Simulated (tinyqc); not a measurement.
Worked calculation: Froehlich polaron in a polar crystal. Computed by tinyqc, a small Python program that keeps every step. Command: `OMP_NUM_THREADS=1 python tinyqc.py 3029482 3029483 out.jsonl frohlich walk`. One thread of a shared host (Intel(R) Xeon(R) Processor @ 2.30GHz), about 0.05 s of CPU time with the checks. Intermediate numbers are printed to about 6 digits and carried at full precision; extremes and crossings named in words are read from the listed rows.

One electron in a parabolic band of mass m*, coupled to dispersionless LO phonons in the continuum model. Energies are in units of hbar omega unless marked, wave numbers in k_0 = sqrt(2 m* omega/hbar).

Inputs (values chosen for the exercise, modelled on indium phosphide):

| quantity | value | unit |
|---|---|---|
| band mass m* | 0.0809 | m_0 |
| LO phonon energy hbar omega | 40.9 | meV |
| eps_inf | 9.58 | - |
| static dielectric constant eps_s | 12.4 | - |
| temperature T | 150 | K |
| electron wave number k/k_0 | 0.41 | - |
| trial v | 5.2 | - |
| trial w | 2.9 | - |

Constants: hbar^2/(2 m_0) = 3.80998212 eV angstrom^2; e^2/(4 pi eps_0) = 14.39964548 eV angstrom; k_B = 8.617333262e-05 eV/K; hbar = 6.582119569e-16 eV s; e = 1.602176634e-19 C; m_0 = 9.1093837015e-31 kg.

## Coupling constant and length scale

1/eps* = 1/eps_inf - 1/eps_s; k_0 = sqrt(2 m* omega/hbar) = sqrt(m* hbar omega / (hbar^2/(2 m_0))) with m* in m_0; alpha = (e^2/(4 pi eps_0)) k_0/(2 eps* hbar omega); polaron length 1/k_0.

eps* = 42.1248

k_0 = 0.0294696 1/angstrom

coupling constant alpha = 0.123150

polaron length 1/k_0 = 33.9333 angstrom

Weak coupling: perturbation theory should serve.

## Second-order perturbation theory

At T = 0 and k < k_0: E(k) = (k/k_0)^2 - alpha arcsin(k/k_0)/(k/k_0); so E(0) = -alpha, 1/m_p = (1 - alpha/6)/m*, and the mean number of phonons in the cloud at k = 0 is alpha/2. The Lee-Low-Pines variational state gives the same E(0) and m_p = m* (1 + alpha/6).

energy shift at k = 0 = -5.03684 meV

E(k) = 0.0412091 hbar omega

m*/m_p, second order = 0.979475

m_p/m*, Lee-Low-Pines = 1.02053

phonons in the cloud = 0.0615751

## Strong-coupling trial states

Landau-Pekar: the lattice follows the mean electron density. A Gaussian state exp(-b^2 r^2/2) gives E(b) = (3/2) b^2 - alpha b sqrt(2/pi) (b in k_0), minimised at b = alpha sqrt(2/pi)/3 to E = -alpha^2/(3 pi); a state exp(-b r) gives E(b) = b^2 - (5/8) alpha b, minimised at b = 5 alpha/16 to E = -25 alpha^2/256.

best b, Gaussian = 0.0327532 k_0

E, Gaussian = -0.00160916 hbar omega

best b, exponential = 0.0384844 k_0

E, exponential = -0.00148105 hbar omega

The Gaussian bound lies below -alpha only for alpha > 3 pi = 9.42; here it lies above, so the self-trapped state is the poorer bound.

## Feynman's energy at a trial point

Feynman's bound: E(v, w) = 3 (v - w)^2/(4 v) - (alpha v/sqrt(pi)) int_0^infinity e^-u D(u)^(-1/2) du, D = w^2 u + ((v^2 - w^2)/v)(1 - e^(-v u)); integrals by 80 Gauss-Legendre points in s from 0 to 1 with u = 40 s^2.

first term = 0.762981 hbar omega

E(v, w) = 0.610538 hbar omega

## Feynman's variational polaron

Minimise over v > w > 0 (simplex search); mass m_p/m* = 1 + (alpha v^3/(3 sqrt(pi))) int u^2 e^-u D^(-3/2) du.

best v = 3.01

best w = 2.98

E, Feynman = -0.123339 hbar omega

polaron energy, Feynman = -5.04455 meV

m_p/m*, Feynman = 1.021

The bound lies 0.2 % below -alpha, and the mass is 1.00 times the Lee-Low-Pines value.

## Mobility at low temperature

Scattering by absorption of an LO phonon: 1/tau = 2 alpha omega n, n = 1/(exp(hbar omega/(k_B T)) - 1); mu = e tau/m*, the weak-coupling result for k_B T well below hbar omega.

phonon occupation n = 0.0441131

lifetime tau = 1481.19 fs

mobility = 32202.0 cm^2/(V s)

Caution: this mobility formula holds for weak coupling and k_B T well below hbar omega, and it leaves out all other scattering.

## All approximations against the coupling

Other columns: second order -alpha; Landau-Pekar Gaussian -alpha^2/(3 pi); Lee-Low-Pines mass 1 + alpha/6. The polaron energy in meV uses the given hbar omega.

Energies (hbar omega) and masses (m*):

| alpha | second order | Gaussian | Feynman | Feynman (meV) | mass, LLP | mass, Feynman | v | w |
|---|---|---|---|---|---|---|---|---|
| 0.031 | -0.031 | -1.01965e-04 | -0.0310119 | -1.26839 | 1.00517 | 1.005 | 3 | 3 |
| 0.062 | -0.062 | -4.07861e-04 | -0.0620476 | -2.53775 | 1.01033 | 1.01 | 3.01 | 2.99 |
| 0.12 | -0.12 | -0.00152789 | -0.120179 | -4.91532 | 1.02 | 1.02 | 3.01 | 2.99 |
| 0.2 | -0.2 | -0.00424413 | -0.200499 | -8.20041 | 1.03333 | 1.034 | 3.02 | 2.98 |
| 3.4 | -3.4 | -1.22655 | -3.57648 | -146.278 | 1.56667 | 2.12 | 3.51 | 2.49 |
| 6.4 | -6.4 | -4.34599 | -7.25286 | -296.642 | 2.06667 | 9.047 | 5.05 | 1.76 |
| 9.4 | -9.4 | -9.37529 | -12.2619 | -501.510 | 2.56667 | 80 | 10.9 | 1.25 |
| 12 | -12 | -15.2789 | -18.1434 | -742.065 | 3 | 281.6 | 18.6 | 1.13 |

All three energies are upper bounds (-alpha through the Lee-Low-Pines state), and the Feynman value is the lowest in every row. It lies within 5 % of -alpha up to alpha = 0.2; at alpha = 12 it is 1.19 times the Gaussian value, whose alpha^2 law it approaches with a constant shift of about -3 ln 2 - 3/4 = -2.83 (here -2.86). The mass stays within 10 % of 1 + alpha/6 up to alpha = 0.2 and reaches 282 m* in the last row; w falls from 3.00 towards 1 while v grows to 18.6.

Checks made by the program: second-order shift against the integral -(2 alpha/pi) int dq/(1 + q^2) (relative difference below 1e-10); v = w reduces the bound to -alpha (relative difference 1e-10).
